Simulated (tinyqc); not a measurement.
Rapid thermal processing of a wafer: radiative balance, ramp and cooling, pattern effects, pyrometer error and spike budget. Changing the reflectivity of the chamber walls r. Computed by tinyqc, a small Python program. Command: `OMP_NUM_THREADS=1 python tinyqc.py 3113605 3113606 out.jsonl rtp sweep`. One thread of a shared host (Intel(R) Xeon(R) Processor @ 2.30GHz), about 0.07 s of CPU time with the checks.

The wafer is opaque and uniform through its thickness unless said otherwise; temperatures in formulas are in kelvin (C + 273.15). sigma = 5.670374419e-12 W/(cm^2 K^4).

Inputs (values chosen for the exercise, modelled on a hot silicon wafer): wafer thickness d = 775 micrometre; heat capacity per volume C = 2.23 J/(cm^3 K); thermal conductivity k = 0.28 W/(cm K); emissivity eps of each face = 0.64; gas heat-transfer coefficient h, both faces together = 0.68 mW/(cm^2 K); wall temperature T_w = 350 K; process temperature = 1120 C; starting temperature = 450 C; ramp rate = 97 K/s; relative change of absorptivity over a pattern = 8.4 %; period of the pattern = 1.2 mm; activation energy of the process E_a = 2.7 eV.

Constants: k_B = 8.617333262e-05 eV/K.

Method:
- Effective emissivity between parallel grey plates: eps_eff = 1/(1/eps + 1/(1 - r) - 1). Loss per area q(T) = 2 eps_eff sigma (T^4 - T_w^4) + h (T - T_w).
- Absorbed power during a ramp = q(T) + C d x ramp rate; thermal time constant tau = C d/(dq/dT), dq/dT = 8 eps_eff sigma T^3 + h; natural cooling rate q/(C d); front-to-back difference under one-sided heating at the end of the ramp = (absorbed power) d/(2 k).
- Cooling with the lamps off: C d dT/dt = -q(T), integrated adaptively (relative tolerance 1e-10).
- Spike anneal: linear ramp to the peak, then lamps off. Equivalent time at the peak = int exp(-(E_a/k_B)(1/T - 1/T_peak)) dt; estimate (k_B T^2/E_a)(1/ramp rate + 1/cooling rate). The ramp part uses 4000 trapezoid steps, the cooling part 4000 steps over 4 tau.
- Time within 50 K of the peak from the same curves.
- At steady state a sinusoidal change of absorbed power of relative amplitude a and period p gives the temperature amplitude a q/(dq/dT + k d (2 pi/p)^2); healing length l = sqrt(k d/(dq/dT)); process change = E_a dT/(k_B T^2). Emissivity is taken as unchanged.

One run for each value; columns: (1) reflectivity of the chamber walls r; (2) holding power q (W/cm^2); (3) natural cooling rate (K/s); (4) equivalent time, total (s); (5) healing length l (mm):
```
(1)     (2)    (3)    (4)    (5)
0.00  27.94  161.7  1.006   5.24
0.14  25.37  146.8  1.048   5.50
0.27  22.73  131.5  1.101   5.82
0.41  19.56  113.2  1.184   6.28
0.54  16.26   94.1  1.304   6.91
0.68  12.25   70.9  1.537   8.00
0.81   8.01   46.4  2.032   9.99
0.95   2.78   16.1  4.663  18.07
```

Over the rows, holding power q (W/cm^2) falls from 27.9 to 2.78; natural cooling rate (K/s) falls from 162 to 16.1; equivalent time, total (s) rises from 1.01 to 4.66. Reflecting walls save power but slow the cooling, which lengthens the equivalent time of a spike.

Extremes, crossings and ranges named in words are read from the listed rows.
